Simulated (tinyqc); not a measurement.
Optical gain and spontaneous emission in a bulk direct-gap semiconductor: one step. Quasi-Fermi levels. Two cases, with inputs chosen for the exercise.

Task: Solve for Fc and Fv.

F_j(eta) = (1/Gamma(j + 1)) integral_0^infinity x^j dx/(1 + exp(x - eta)), which tends to exp(eta) for eta << 0.

Quasi-Fermi levels: n = Nc F_1/2(Fc/kT) and p = Nv F_1/2(Fv/kT), Fc counted up from the conduction edge and Fv down from the valence edge; Nc, Nv from N = 2 (m kB T/(4 pi c))^(3/2) with c = hbar^2/2m0, in 1/angstrom^3; times 1e24 for 1/cm^3, with me and (mhh^(3/2) + mlh^(3/2))^(2/3).

Constants: hbar^2/2m0 = 3.80998211 eV angstrom^2; kB = 8.617333262e-05 eV/K.

Case 1.

Values chosen (near those of InP; the results hold for these values, not for the real material): me = 0.0815 m0 (electron mass); mhh = 0.595 m0 (heavy-hole mass); mlh = 0.0891 m0 (light-hole mass); n = 5.3e+18 1/cm^3 (injected density, n = p); T = 400 K.

Case 2.

Values chosen (near those of GaN; the results hold for these values, not for the real material): me = 0.2038 m0 (electron mass); mhh = 1.332 m0 (heavy-hole mass); mlh = 0.292 m0 (light-hole mass); n = 8.2e+18 1/cm^3 (injected density, n = p); T = 300 K.

Give: kT; Nc; Nv; Fc; Fv; Fc + Fv.

Result:

Case 1.

kT = 0.034469 eV
Nc = 8.989e+17 1/cm^3
Nv = 1.876e+19 1/cm^3
Fc = 0.1280 eV
Fv = -0.0401 eV
Fc + Fv = 0.0878 eV

Case 2.

kT = 0.025852 eV
Nc = 2.309e+18 1/cm^3
Nv = 4.254e+19 1/cm^3
Fc = 0.0638 eV
Fv = -0.0408 eV
Fc + Fv = 0.0230 eV

The separation of the quasi-Fermi levels exceeds the gap, so photons between Eg and Eg + (Fc + Fv) see gain. The quasi-Fermi level of the electrons lies inside the band, that of the holes in the gap.

Computed by tinyqc, one run a case: `OMP_NUM_THREADS=1 python tinyqc.py N N+1 out.jsonl` with N = 1681034, 1681169; one thread of a shared Intel(R) Xeon(R) Processor @ 2.30GHz, about 0.08 s a run at most.
